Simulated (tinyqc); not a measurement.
Inside a calculation. Model: equation-of-state fits to an energy-volume table made by a known binding curve. Computed by tinyqc, a small Python program that keeps every step. Command: `OMP_NUM_THREADS=1 python tinyqc.py 3014769 3014770 out.jsonl eosfit walk`. One thread of a shared host (Intel(R) Xeon(R) Processor @ 2.30GHz), about 0.02 s of CPU time with the checks. Intermediate numbers are printed to about 5 digits and carried at full precision; extremes and crossings named in words are read from the listed rows.

With x = (V/V_0)^(1/3), the energy per atom is E = D [exp(-2 eta (x - 1)) - 2 exp(-eta (x - 1))], so that B0 = 2 D eta^2/(9 V_0) and B' = 1 + eta. B' = dB/dP at P = 0.

Inputs (values chosen for the exercise, for a model crystal):

| quantity | value | unit |
|---|---|---|
| cohesive energy D | 6.57 | eV/atom |
| true volume V_0 | 30.7 | angstrom^3/atom |
| stiffness eta | 4.26 | - |
| half-width of the volume window w | 0.06 | - |
| shift of the window centre s | -0.02 | - |
| points N | 7 | - |
| compression V/V_0 for the pressure test | 0.9 | - |
| noise amplitude | 0.31 | meV |

Binding curve: Morse. Noise: added.

Constants: 1 eV/angstrom^3 = 160.2176634 GPa.

## Exact values of the curve

B0 and B' from the formulas above; P = -dE/dV at V = c V_0 (c the compression chosen), from the curve itself.

exact B0 = 138.28 GPa

exact B' = 5.26

exact pressure at c V_0 = 19.164 GPa

## Energy-volume table

numbers xi_j, drawn evenly from -1 to 1: -0.0461  -0.2202  -0.8688  -0.2723  -0.2485  -0.9110  -0.8656

Table: V_j = V_0 [1 + s + w (2 j/(N - 1) - 1)], j = 0..N-1, rounded to 0.001; E_j from the curve plus the noise amplitude times the listed numbers xi_j (xi_0 first), rounded to 1e-7 eV.

Table:

| V (angstrom^3) | E (eV) |
|---|---|
| 28.244 | -6.4692175 |
| 28.858 | -6.5158335 |
| 29.472 | -6.5471938 |
| 30.086 | -6.5645575 |
| 30.700 | -6.5700770 |
| 31.314 | -6.5651981 |
| 31.928 | -6.5507418 |

## Birch-Murnaghan fit

Third-order Birch-Murnaghan is a cubic in u = V^(-2/3): fit it by linear least squares, find the minimum, and take B0 = V E''(V), B' = -1 - V E'''/E'' there.

fitted E0 = -6.5701 eV

fitted V0 = 30.701 angstrom^3

fitted B0 = 137.67 GPa

fitted B' = 5.3953

root-mean-square residual = 0.070351 meV

Against the exact curve V0 is off by +0.004 %, B0 by -0.44 % and B' by +2.6 %.

## Errors of the Birch-Murnaghan fit

Errors are fitted minus exact, relative; the pressure at c V_0 uses P = (3 B0/2) (x^7 - x^5) [1 + (3/4)(B' - 4)(x^2 - 1)], x = (V0/V)^(1/3) with the fitted values.

error of B0 = -0.43586 %

error of B' = 2.5728 %

fitted pressure at c V_0 = 19.284 GPa

error of that pressure = 0.62814 %

## Vinet fit by Gauss-Newton steps

Vinet: E = E0 + (9 B0 V0/h^2) {1 + [h (1 - x) - 1] exp(h (1 - x))}, P = 3 B0 (1 - x) x^-2 exp(h (1 - x)), x = (V/V0)^(1/3), h = (3/2)(B' - 1). Gauss-Newton steps on (E0, V0, B0, B'): solve J d = r by least squares, r the residuals and J their derivatives (central differences, relative step 1e-5); start from the parabola fit in V with B' = 4; stop when all relative changes are below 1e-7.

Iterations:

| step | E0 (eV) | V0 (angstrom^3) | B0 (GPa) | B' | rms residual (meV) |
|---|---|---|---|---|---|
| 0 | -6.5717 | 30.747 | 158.75 | 4.0000 | 6.1665 |
| 1 | -6.5701 | 30.707 | 137.42 | 5.2812 | 0.1371 |
| 2 | -6.5701 | 30.701 | 137.70 | 5.4468 | 0.0710 |
| 3 | -6.5701 | 30.701 | 137.70 | 5.4462 | 0.0710 |
| 4 | -6.5701 | 30.701 | 137.70 | 5.4462 | 0.0710 |

B0, Vinet = 137.70 GPa

B', Vinet = 5.4462

## Five forms on the same table

Murnaghan: E = E0 + (B0 V/B') [(V0/V)^B'/(B' - 1) + 1] - B0 V0/(B' - 1), P = (B0/B') [(V0/V)^B' - 1]. Birch-Murnaghan: E = E0 + (9 V0 B0/16) [y^3 B' + y^2 (2 - 4 y)], y = (V0/V)^(2/3) - 1; P = (3 B0/2) (x^7 - x^5) [1 + (3/4)(B' - 4)(x^2 - 1)], x = (V0/V)^(1/3). All are least-squares fits to the energies; for polynomials in V, B0 = V E'' and B' = -1 - V E'''/E'' at the minimum.

Fitted values:

| form | V0 (angstrom^3) | B0 (GPa) | B' | P at c V_0 (GPa) |
|---|---|---|---|---|
| exact | 30.700 | 138.28 | 5.2600 | 19.164 |
| parabola in V | 30.747 | 158.75 | -1.0000 | - |
| cubic in V | 30.694 | 138.50 | 6.2795 | - |
| Murnaghan | 30.702 | 137.59 | 5.2403 | 19.367 |
| Birch-Murnaghan | 30.701 | 137.67 | 5.3953 | 19.284 |
| Vinet | 30.701 | 137.70 | 5.4462 | 19.258 |

In B0 the cubic in V form comes closest (+0.16 %) and the parabola in V form misses most (+14.81 %). A parabola in V has no third derivative, so its B' is -1 by construction. At c V_0, beyond the window, the pressure errors are Murnaghan +1.1 %, Birch-Murnaghan +0.6 %, Vinet +0.5 %.

## The width of the window

The table is made anew for each w.

Errors (%):

| w | B0, parabola | B0, cubic | B0, Murnaghan | B0, Birch-Murnaghan | B0, Vinet | B', Birch-Murnaghan |
|---|---|---|---|---|---|---|
| 0.03 | 13.548 | -3.652 | -2.846 | -2.988 | -3.008 | 26.370 |
| 0.05 | 14.297 | -0.547 | -0.695 | -0.694 | -0.695 | 5.026 |
| 0.08 | 16.105 | 1.479 | -0.454 | -0.254 | -0.181 | 0.575 |
| 0.12 | 19.876 | 4.797 | -0.832 | -0.252 | -0.024 | -0.614 |
| 0.16 | 25.320 | 9.523 | -1.463 | -0.386 | 0.056 | -1.131 |
| 0.22 | 37.030 | 19.907 | -2.675 | -0.710 | 0.167 | -1.808 |

The Birch-Murnaghan error of B0 is smallest among these at w = 0.12 (0.252 % in size); it is 2.988 % at the narrowest and 0.710 % at the widest. A narrow window magnifies the noise, since the energy range shrinks as w^2, and a wide one exposes the form. At the widest window the errors of B0 are +37.0 % for the parabola and +19.9 % for the cubic in V.

Checks made by the program: nonlinear Birch-Murnaghan fit against the linear one (relative difference below 1e-10).
